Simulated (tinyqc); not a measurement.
Inside a calculation: Fermi-Dirac statistics of conduction electrons. Values are carried at full precision from step to step, so a last printed digit may differ when a step is redone from the rounded ones.

Constants: hbar^2/2m0 = 3.80998211 eV angstrom^2; kB = 8.617333262e-05 eV/K; e^2/(4 pi eps0) = 14.39964547 eV angstrom.

Values chosen for the exercise (near those of Ge, lowest valleys alone; not measured data):
```
symbol  value    unit    meaning
m       0.5474   m0      density-of-states mass of the conduction band
T       77       K
n       7.1e+17  1/cm^3  electron density
eps     16.3             static dielectric constant
alpha   0.61     1/eV    non-parabolicity
```

## Reduced density

N = 2 (m kB T/(4 pi c))^(3/2) with c = hbar^2/2m0, in 1/angstrom^3; times 1e24 for 1/cm^3; u = n/Nc.

kT = 0.006635 eV
Nc = 1.3215e+18 1/cm^3
u = n/Nc = 0.53725

## Reduced Fermi level by five rules

F_j(eta) = (1/Gamma(j + 1)) integral_0^infinity x^j dx/(1 + exp(x - eta)), which tends to exp(eta) for eta << 0.

With u = n/Nc: Boltzmann eta = ln u; Joyce-Dixon eta = ln u + u/sqrt(8) - 4.95009e-3 u^2 + 1.48386e-4 u^3 - 4.42563e-6 u^4; Nilsson eta = ln u/(1 - u^2) + v/(1 + (0.24 + 1.08 v)^-2) with v = (3 sqrt(pi) u/4)^(2/3); fully degenerate limit eta = v; exact: F_1/2(eta) = u.

Find eta = (EF - Ec)/kT by each rule.

eta: Boltzmann -0.621, Joyce-Dixon -0.433, Nilsson -0.435, degenerate 0.799, exact -0.433

Against the exact value the errors are Boltzmann -0.189, Joyce-Dixon 0.000, Nilsson -0.002, degenerate limit +1.232 (in kT).

## Exact eta by Newton steps

Solve ln F_1/2(eta) = ln u from the Boltzmann value; dF_1/2/d eta = F_-1/2, so the step is -ln(F_1/2/u) F_1/2/F_-1/2. Stop below 1e-9.

Newton steps:
```
step        eta     F_1/2    F_-1/2  step taken
1     -0.621295  0.457482  0.394478       0.186
2     -0.434903  0.536277  0.451859     0.00215
3     -0.432756  0.537248  0.452551    3.02e-07
4     -0.432755  0.537248  0.452551    5.93e-15
```

Converged in 4 steps.

## Mean energy, Einstein relation and screening

eta = -0.43276

Mean kinetic energy <E> = (3/2) kT F_3/2/F_1/2; D/mu = (kT/e) F_1/2/F_-1/2; dn/dEF = (Nc/kT) F_-1/2; screening length L = (4 pi (e^2/(4 pi eps0)) (dn/dEF)/eps)^(-1/2), with dn/dEF in 1/(angstrom^3 eV) (1/cm^3 = 1e-24/angstrom^3).

F_-1/2, F_1/2, F_3/2: [0.4526, 0.5372, 0.5878]

<E> = 10.89 meV
D/mu = 7.88 mV
dn/dEF = 9.013e+19 1/(cm^3 eV)
L = 31.61 angstrom

EF lies within 2 kT of the edge. D/mu is 1.187 times kT/e and <E> is 1.094 times (3/2) kT; the Debye formula, with n/kT in place of dn/dEF, would give L = 29.01 angstrom.

## Fermi level in the non-parabolic band

Non-parabolic band E (1 + alpha E) = c k^2/m: n = Nc (2/sqrt(pi)) integral_0^infinity sqrt(x (1 + a x)) (1 + 2 a x) dx/(1 + exp(x - eta)) with a = alpha kT and eta = (EF - Ec)/kT; a = 0 gives n = Nc F_1/2(eta).

Solve for eta at the same n.

a = 0.00405
eta = -0.452
EF - Ec = -3.00 meV

The extra states lower EF by 0.13 meV against the parabolic band.

## Checks

- Non-parabolic integral at a = 0 against F_1/2(2): both 2.823721.
- F_1/2(40) against the Sommerfeld form (4/(3 sqrt(pi))) eta^(3/2) (1 + pi^2/(8 eta^2)): both 190.45.

Computed by tinyqc, a small Python program: `OMP_NUM_THREADS=1 python tinyqc.py 1681355 1681356 out.jsonl` (the numbers bound the seed that draws the inputs); one thread of a shared host (Intel(R) Xeon(R) Processor @ 2.30GHz), about 0.01 s for the whole set of steps.
